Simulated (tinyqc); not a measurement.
Sampled drift against the exact one: kinetic Monte Carlo and master equation for a particle on a ring of sites with traps and bias. Computed by tinyqc, a small Python program. Command: `OMP_NUM_THREADS=1 python tinyqc.py 3007505 3007506 out.jsonl kmc walk`. One thread of a shared host (Intel(R) Xeon(R) Processor @ 2.30GHz), about 0.08 s of CPU time with the checks.

7 sites on a ring, numbered 1 to 7. The saddle between i and i+1 lies at E0 + s b_i and site i at s eps_i; a force F tilts the landscape, with the saddle half-way.

Inputs (values chosen for the exercise, for a model defect):

| quantity | value | unit |
|---|---|---|
| reference barrier E0 | 0.36 | eV |
| scale factor s of the disorder | 1 | - |
| attempt frequency nu | 7.7 | THz |
| temperature T | 360 | K |
| site spacing a | 3.7 | angstrom |
| force F along the ring | 0.00021 | eV/angstrom |
| seed of the random numbers | 491994 | - |

Disorder: both.

site energies eps_i (eV): -0.017  0  -0.023  -0.092  0  -0.024  0

saddle shifts b_i between sites i and i+1 (eV): 0.026  -0.046  0.0042  0.039  0.02  0.025  -0.035

Constants: k_B = 8.617333262e-05 eV/K.

Method:
- Rates: k(i to i+1) = nu exp(-(E0 + s b_i - s eps_i - F a/2)/(k_B T)), k(i to i-1) = nu exp(-(E0 + s b_(i-1) - s eps_i + F a/2)/(k_B T)).
- Share right = k right/(k right + k left); mean stay = 1/(k right + k left).
- Master equation dP/dt = W P, W_(i+1,i) = k right, W_(i-1,i) = k left, columns summing to zero. The steady state is its null vector; drift v = a sum P_i (k right - k left). D = a^2 lambda''(0)/2, where lambda(q) is the leading eigenvalue of W with right hops weighted by exp(q) and left hops by exp(-q).
- The slowest relaxation rate is minus the real part of the next eigenvalue of W. 1 angstrom = 1e-8 cm.
- 400 independent walkers start on sites drawn with weights P_i (k right + k left), the steady shares of hops (random numbers not printed); the estimate is total displacement over total time, with its standard error from the spread between walkers.

occupations P_i: 0.060147  0.034433  0.073852  0.688430  0.034518  0.074540  0.034078

drift velocity v = 0.00948742 cm/s

Drift from sampling:

| hops per walker | estimate (cm/s) | standard error (cm/s) | deviation in standard errors |
|---|---|---|---|
| 10 | 0.011814 | 0.019837 | 0.1173 |
| 30 | 0.019824 | 0.011999 | 0.8614 |
| 100 | 0.018281 | 0.006368 | 1.3809 |
| 300 | 0.013590 | 0.003461 | 1.1852 |
| 1000 | 0.009542 | 0.001960 | 0.0278 |
| 3000 | 0.009998 | 0.001135 | 0.4499 |

What does the comparison show, and why?

The exact drift is 0.009487 cm/s. The standard error falls by a factor 3.25 from 100 to 1000 hops (sqrt10 = 3.16), and in the last row it is 12 % of the drift: a weak force is hard to see under thermal hops, which is why such runs use the Einstein relation instead.

Extremes, crossings and ranges named in words are read from the listed rows.
